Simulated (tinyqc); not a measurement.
Worked calculation: band edges of strained Si(1-x)Ge(x) on relaxed Si(1-y)Ge(y). Values are carried at full precision from step to step, so a last printed digit may differ when a step is redone from the rounded ones.

Values are linear in the Ge fraction but for ED(x) = linear - CD x (1 - x) and a(x) = linear - Ca x (1 - x). Energies are on the common scale of Ev.

Parameters, chosen for this exercise (end members near Si and Ge, in this order; the results hold for these values, not for the real material): a = (5.434, 5.663) angstrom (lattice constant); Dso = (0.044, 0.289) eV (spin-orbit splitting); av = (2.48, 1.25) eV (valence hydrostatic potential); b = (-2.1, -2.55) eV (tetragonal shear potential); d = (-4.74, -5.38) eV (trigonal shear potential); C11 = (164.2, 126.9) GPa; C12 = (63.8, 47.7) GPa; C44 = (79, 65.9) GPa; Ev = (0, 0.63) eV (top of the unstrained valence band); ED = (1.151, 0.933) eV (gap to the Delta valleys); EL = (1.993, 0.728) eV (gap to the L valleys); aD = (1.7, 1.38) eV (hydrostatic potential of the Delta gap); aL = (-2.85, -2.57) eV (hydrostatic potential of the L gap); XuD = (9.52, 9.45) eV (uniaxial potential, Delta); XuL = (16.66, 15.62) eV (uniaxial potential, L); CD = 0.214 eV (bowing of the Delta gap); Ca = 0 angstrom (bowing of the lattice constant); x = 0.16 (Ge fraction of the layer); y = 0.52 (Ge fraction of the relaxed buffer); face = 110 (growth face).

## Values of the layer and the buffer

Interpolate at x and at y.

Interpolated values (a in angstrom, C11, C12, C44 in GPa, all else in eV):
```
symbol      layer     buffer
a         5.47064    5.55308
Dso       0.08320    0.17140
av        2.28320    1.84040
b        -2.17200   -2.33400
d        -4.84240   -5.07280
C11     158.23200  144.80400
C12      61.22400   55.42800
C44      76.90400   72.18800
Ev        0.10080    0.32760
ED        1.08736    0.98423
EL        1.79060    1.33520
aD        1.64880    1.53360
aL       -2.80520   -2.70440
XuD       9.50880    9.48360
XuL      16.49360   16.11920
```

## Strain of the layer on a (110) buffer

Coherent growth on a (110) face: e_par = (a(y) - a(x))/a(x), e_perp = -(C11 + 3 C12 - 2 C44)/(C11 + C12 + 2 C44) e_par; exx = eyy = (e_par + e_perp)/2, ezz = e_par, exy = (e_perp - e_par)/2, eyz = ezx = 0.

Use the elastic constants of the layer.

e_par = 0.015070
e_perp = -0.007594

strain tensor in the cubic axes:
```
           x          y         z
x   0.003738  -0.011332  0.000000
y  -0.011332   0.003738  0.000000
z   0.000000   0.000000  0.015070
```

The layer is under tension in the plane; its volume changes by +2.255 %.

## Conduction valleys of the layer

A valley with unit axis u lies at Ev + gap + (av + a_valley) tr(e) + Xu (u.e.u - tr(e)/3); the Delta axes are x, y, z and the L axes [111], [1-1-1], [-11-1], [-1-11]. The second-order shift of the Delta valleys under shear is left out; it lowers the pair normal to the sheared plane by tens of meV at a shear of 1 %.

Give the hydrostatic shifts, the uniaxial shifts and the edges.

hydrostatic shifts of Delta and L (eV): 0.0886  -0.0118

uniaxial shifts (eV): Delta x -0.0359, Delta y -0.0359, Delta z 0.0718, L [111] -0.1246, L [1-1-1] 0.1246, L [-11-1] 0.1246, L [-1-11] -0.1246

valley edges (eV): Delta x 1.2409, Delta y 1.2409, Delta z 1.3486, L [111] 1.7550, L [1-1-1] 2.0042, L [-11-1] 2.0042, L [-1-11] 1.7550

The lowest set is Delta4 (the digit counts whole valleys) at 1.2409 eV; the Delta valleys spread over 108 meV and the L valleys over 249 meV.

## Valence edges of the layer

Valence edges: Ev plus the levels of the 6 x 6 matrix of X, Y, Z times spin with -Dso/3 + l exx + m (eyy + ezz) on the diagonal (cyclic), n exy off it, l = av + 2 b, m = av - b, n = sqrt(3) d. Spin-orbit term (Dso/3) L.sigma on X, Y, Z with (L_k)_ij = -i epsilon_kij: <X+|H|Y+> = -i Dso/3, <X+|H|Z-> = Dso/3, <Y+|H|Z-> = -i Dso/3, <Z+|H|X-> = -Dso/3, <Z+|H|Y-> = i Dso/3, <X-|H|Y-> = i Dso/3, and their conjugates; + and - are the spin along z.

Give the strain block and the three twofold edges.

strain block (eV):
```
        X       Y       Z
X  0.0761  0.0950       0
Y  0.0950  0.0761       0
Z       0       0  0.0023
```

edges from the top (eV): 0.2514  0.0941  0.0281

The top two edges are split by 157 meV.

## Gap and offsets against the buffer

Buffer: Ev(y) and Ec = Ev(y) + min(ED, EL). dEc = Ec(buffer) - Ec(layer), dEv = Ev(layer) - Ev(buffer); positive values confine the carrier in the layer; type I if both have one sign.

gap of the strained layer = 0.9895 eV
gap of the buffer = 0.9842 eV
dEc = 0.0709 eV
dEv = -0.0762 eV

Type II: electrons collect in the layer (71 meV) and holes in the buffer (76 meV). The relaxed layer would have a gap of 1.087 eV, so strain has moved it by -98 meV.

## Checks

- Mean of the three Delta edges against the hydrostatic shift alone (eV): both 1.27681.

Program tinyqc; command `OMP_NUM_THREADS=1 python tinyqc.py 1050984 1050985 out.jsonl`; about 0.01 s on one thread of a shared Intel(R) Xeon(R) Processor @ 2.30GHz.
